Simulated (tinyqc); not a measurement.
What moves the Penn gap and the ionicity: Penn model of the dielectric constant and Phillips ionicity.

n = 32/a^3; Ep^2 = 8 pi c e2 n with c = hbar^2/2m0, e2 = e^2/(4 pi eps0); EF = c (3 pi^2 n)^(2/3); eps = 1 + (Ep/Eg)^2 S with S = 1 - Eg/(4 EF) + (Eg/(4 EF))^2/3, Eg the Penn gap. Core d shells are left out.

Phillips: bond length d = sqrt(3) a/4; homopolar gap Eh = 39.74 d^(-2.48) eV (d in angstrom); Eg^2 = Eh^2 + C^2; ionicity fi = C^2/Eg^2.

Constants: hbar^2/2m0 = 3.80998211 eV angstrom^2; e^2/(4 pi eps0) = 14.39964547 eV angstrom.

Values chosen for the exercise (out of a larger set: near those of GaAs; not measured data): a = 5.679 angstrom (cubic lattice constant, 32 valence electrons a cell); ei = 11.06 (high-frequency dielectric constant).

Eg from ei; fi = 1 - (Eh/Eg)^2, printed even where negative.

Results for these values:

| case | Ep (eV) | Eg (eV) | Eh (eV) | fi |
|---|---|---|---|---|
| base | 15.521 | 4.646 | 4.267 | 0.157 |

What happens to each result for a = 5.793 angstrom, all else kept?

Answer: Ep falls from 15.521 to 15.065; Eg falls from 4.646 to 4.508; Eh falls from 4.267 to 4.062; fi rises from 0.157 to 0.188.

The same for each parameter in turn:

| case | Ep (eV) | Eg (eV) | Eh (eV) | fi |
|---|---|---|---|---|
| base | 15.521 | 4.646 | 4.267 | 0.157 |
| a = 5.793 angstrom | 15.065 | 4.508 | 4.062 | 0.188 |
| ei = 9.95 | 15.521 | 4.911 | 4.267 | 0.245 |

With the tabulated Phillips C of about 2.9 eV, fi would be 0.32; this model leaves out the d-shell factor.

tinyqc: `OMP_NUM_THREADS=1 python tinyqc.py 1652368 1652369 out.jsonl`; about 0.01 s, one thread, shared Intel(R) Xeon(R) Processor @ 2.30GHz.
